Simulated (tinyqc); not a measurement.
Plane-wave Kohn-Sham cycle with exchange-only LDA in a layered model solid, step by step. One step of it, computed by the program tinyqc.

Question. Iteration 1: levels at that k. Diagonalise the Hermitian matrix.

H (hartree), lower triangle:
```
           -2         -1         +0         +1        +2
-2  -0.023807
-1  -0.130000  -0.202890
+0   0.000000  -0.130000  -0.238707
+1   0.000000   0.000000  -0.130000  -0.131257
+2   0.000000   0.000000   0.000000  -0.130000  0.119459
```

Give: eigenvalues.

Answer.

eigenvalues (hartree): -0.4103  -0.2322  -0.0781  0.0608  0.1826
